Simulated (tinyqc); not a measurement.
## Joule-heated wire on a substrate, fin equation: effect of the length between the contacts

A wire of length L loses heat along itself to two contacts and sideways to the substrate: kap A theta'' - g theta + p = 0 with theta = T - T0 and p = p0. Each end passes the heat flow theta/Rc to its contact. Constant conductivity, diffusive heat flow.

The equation is solved on 800 equal steps and the peak is the largest node value. LH = sqrt(kap A/g); the share is the integral of g theta over that of p.

Inputs (values chosen for the exercise):
```
symbol,value,unit,meaning
kap,23,W/(m K),conductivity along the wire
A,1500,nm^2,cross-section
g,0.53,W/(m K),conductance per length to the substrate
Rc,4.6,K/uW,thermal resistance of each contact
p0,0.093,uW/nm,heating per length
```

The same in every row: LH (nm) = 255.1.

Result of one run:

| L (nm) | L/LH | peak theta (K) | peak/(p0/g) | share to the substrate (%) |
|---|---|---|---|---|
| 1400 | 5.487 | 161.6 | 0.9207 | 77.64 |

What becomes of these results when the length between the contacts L is changed from 1400 to 2200 nm, all else the same?

Result of the changed run:

| L (nm) | L/LH | peak theta (K) | peak/(p0/g) | share to the substrate (%) |
|---|---|---|---|---|
| 2200 | 8.623 | 172.6 | 0.9835 | 85.70 |

The whole series:

| L (nm) | L/LH | peak theta (K) | peak/(p0/g) | share to the substrate (%) |
|---|---|---|---|---|
| 130 | 0.5095 | 28.36 | 0.1616 | 15.26 |
| 210 | 0.8231 | 45.41 | 0.2588 | 23.77 |
| 330 | 1.293 | 68.96 | 0.3930 | 34.98 |
| 530 | 2.077 | 101.1 | 0.5760 | 49.55 |
| 860 | 3.371 | 135.7 | 0.7732 | 64.96 |
| 1400 | 5.487 | 161.6 | 0.9207 | 77.64 |
| 2200 | 8.623 | 172.6 | 0.9835 | 85.70 |
| 3600 | 14.11 | 175.3 | 0.9989 | 91.26 |

As L goes from 130 to 3600 nm, the peak theta rises from 28.4 to 175 K and the share of heat to the substrate rises from 15.3 to 91.3 %; L/LH goes from 0.51 to 14. Where L/LH is smallest the peak reaches 0.16 of p0/g, where it is largest 1.0: contacts cool the wire only within a few healing lengths.

tinyqc, about 0.01 s, one thread, Intel Xeon 2.30GHz (shared host): `OMP_NUM_THREADS=1 python tinyqc.py 2520043 2520044 out.jsonl`
